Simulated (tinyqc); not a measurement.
Joule-heated wire on a substrate, fin equation: one step of the calculation.

A wire of length L loses heat along itself to two contacts and sideways to the substrate: kap A theta'' - g theta + p = 0 with theta = T - T0 and p = p0. The ends are held at T0. Constant conductivity, diffusive heat flow.

Problem. The tridiagonal system. Nodes x_i = i h, h = L/12; box widths w_i = h (h/2 at the ends); c = kap A/h; equation of node i: -c theta_(i-1) + d_i theta_i - c theta_(i+1) = b_i with d_i = 2 c + g w_i, b_i = p(x_i) w_i; theta = 0 at the end nodes.

Values chosen for this exercise: conductivity along the wire kap = 150 W/(m K); cross-section A = 180 nm^2; conductance per length to the substrate g = 1.7 W/(m K); length between the contacts L = 710 nm; thermal resistance of each contact Rc = 0 K/uW; heating per length p0 = 0.047 uW/nm.

Wanted: c; d; b.

Solution.

c = 0.4563 uW/K

```
node  d (uW/K)  b (uW)
1        1.013   2.781
2        1.013   2.781
3        1.013   2.781
4        1.013   2.781
5        1.013   2.781
6        1.013   2.781
7        1.013   2.781
8        1.013   2.781
9        1.013   2.781
10       1.013   2.781
11       1.013   2.781
```

tinyqc, about 0.01 s, one thread, Intel Xeon 2.30GHz (shared host): `OMP_NUM_THREADS=1 python tinyqc.py 2520065 2520066 out.jsonl`
